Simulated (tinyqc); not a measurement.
# Worked calculation: absorption edge of a degenerate semiconductor, band filling against gap narrowing

tinyqc, about 0.01 s, one thread, Intel Xeon 2.30GHz (shared host): `OMP_NUM_THREADS=1 python tinyqc.py 2330003 2330004 out.jsonl` Printed values are rounded.

n-type, parabolic bands, full ionisation. eta = (EF - Ec)/kB T solves N = Nc F12(eta), F12(x) = (2/sqrt(pi)) int_0^infinity sqrt(u)/(1 + exp(u - x)) du. The gap shrinks rigidly by dEg = a3 y^(1/3) + a4 y^(1/4) + a2 y^(1/2), y = N/1e18 cm^-3, an empirical law that is here taken as the true narrowing.

Parameters, values chosen for the exercise; band and dielectric values close to those of In0.53Ga0.47As: temperature T = 300 K; band gap Eg = 0.754 eV; conduction-band density of states at 300 K, from me Nc = 2.1e17 cm^-3; electron mass me = 0.0412 m0; hole mass mh = 0.45 m0; ionised donor density N = 1.6e17 cm^-3; coefficient of (N/1e18)^(1/3) a3 = 18.5 meV; coefficient of (N/1e18)^(1/4) a4 = 11.7 meV; coefficient of (N/1e18)^(1/2) a2 = 1.2 meV.

Constants: q = 1.602176634e-19 C, kB = 1.380649e-23 J/K, h = 6.62607015e-34 J s, c = 299792458 m/s, Vt = kB T/q. Results are converted to the units shown.

Range of the model: Band tails, non-parabolic bands and incomplete ionisation are left out.

## Iteration 1: Fermi level

eta at the start (Boltzmann value) = -0.2719

Newton step on ln F12(eta) = ln(N/Nc): eta(new) = eta - ln(Nc F12/N) F12/Fm, Fm(x) = dF12/dx = (1/sqrt(pi)) int_0^infinity u^(-1/2)/(1 + exp(u - x)) du.

F12 = 0.614309
Fm = 0.506206
eta after iteration 1 = -0.0105934

## Course of the iteration

Stop when eta changes by less than 1e-9.

Course of the iteration:

| iteration | eta | change |
|---|---|---|
| 1 | -0.0105934 | 0.261 |
| 2 | -0.00537127 | 5.22e-3 |
| 3 | -0.00536906 | 2.20e-6 |
| 4 | -0.00536906 | 3.93e-13 |

Converged in 4 iterations.

## The optical edge

converged eta = -5.36906e-3

Vertical transitions need an empty final state: the edge is taken where the state lies 4 kB T below EF, E_opt = Eg - dEg + (1 + me/mh) max(eta - 4, 0) kB T; wavelength h c/(q E_opt).

dEg = 17.9231 meV
EF - Ec = -0.138801 meV
filling shift = 0 meV
E_opt = 0.736077 eV
wavelength = 1684.39 nm

The edge lies 17.9 meV below the undoped gap: narrowing outweighs filling.
